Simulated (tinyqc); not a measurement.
# Long-channel MOSFET, surface-potential model: effect of the acceptor density of the body

n-channel transistor on a uniformly doped p-type body, gradual-channel approximation, constant mobility, Boltzmann statistics, full ionisation. Potentials are counted from the neutral body; V is the electron quasi-Fermi potential, Vsb at the source and Vsb + Vds at the drain. Charges are magnitudes per area.

ni = sqrt(Nc Nv) exp(-Eg/(2 Vt)), Eg in volts; phiF = Vt ln(Na/ni); Cox = eps0 eox/tox; gamma = sqrt(2 q eps0 eps_r Na)/Cox. The surface potential psi at channel potential V solves Vgs + Vsb - Vfb - psi = gamma sqrt(G), G = psi - Vt + Vt exp((psi - 2 phiF - V)/Vt). Charge sheet: Qi = Cox gamma [sqrt(G) - sqrt(psi - Vt)]; I = mu (W/L) [integral of Qi dpsi from psi_0 to psi_L (drift) + Vt (Qi0 - QiL) (diffusion)], with psi_0 at V = Vsb and psi_L at V = Vsb + Vds. VT = Vfb + 2 phiF + gamma sqrt(2 phiF + Vsb), m = 1 + gamma/(2 sqrt(2 phiF + Vsb)). The swing is 20 mV/log10[I(VT - 0.14 V)/I(VT - 0.16 V)] of the charge-sheet current at the given Vds.

Inputs (values chosen for the exercise); material values those of a made-up semiconductor:
- T = 293 K (temperature)
- Eg = 1.34 eV (band gap)
- eps_r = 13.3 (relative permittivity of the semiconductor)
- Nc = 2.59e19 cm^-3 (conduction-band density of states at T)
- Nv = 2.22e19 cm^-3 (valence-band density of states at T)
- eox = 3.73 (relative permittivity of the gate insulator)
- tox = 12 nm (insulator thickness)
- Vfb = -0.5 V (flat-band voltage)
- mu = 160 cm^2/(V s) (channel mobility)
- W = 5 um (gate width)
- L = 2 um (gate length)
- Vsb = 0 V (source-body reverse bias)
- Vgs = 1.11 V (gate-source voltage)
- Vds = 0.5 V (drain-source voltage)

Constants: q = 1.602176634e-19 C, kB = 1.380649e-23 J/K, Vt = kB T/q, eps0 = 8.8541878128e-14 F/cm where lengths are in cm. Results are converted to the units shown.

Effect of the acceptor density of the body:

| Na (cm^-3) | gamma (V^0.5) | VT (V) | m | swing (mV/decade) | I at Vgs, Vds (uA) |
|---|---|---|---|---|---|
| 2.1e15 | 0.1023 | 0.4635 | 1.055 | 62.82 | 12.27 |
| 3.9e15 | 0.1394 | 0.5317 | 1.073 | 63.97 | 9.731 |
| 7.2e15 | 0.1894 | 0.6131 | 1.098 | 65.50 | 6.929 |
| 1.3e16 | 0.2545 | 0.7096 | 1.130 | 67.46 | 4.204 |
| 2.5e16 | 0.3529 | 0.8450 | 1.177 | 70.39 | 1.600 |
| 4.5e16 | 0.4735 | 1.002 | 1.234 | 73.93 | 0.2320 |
| 8.4e16 | 0.6469 | 1.219 | 1.315 | 78.95 | 0.001137 |

As Na goes from 2.1e15 to 8.4e16 cm^-3, VT rises from 0.464 to 1.22 V, the swing rises from 62.8 to 78.9 mV a decade and the current falls from 12.3 to 0.00114 uA. The swing is 2.4 % above m Vt ln 10 in the first row and 3.3 % above it in the last. The gate voltage is below VT in 1 of the 7 rows.

Program tinyqc, `OMP_NUM_THREADS=1 python tinyqc.py 2360049 2360050 out.jsonl`; Intel Xeon 2.30GHz, shared host, one thread, about 0.04 s.
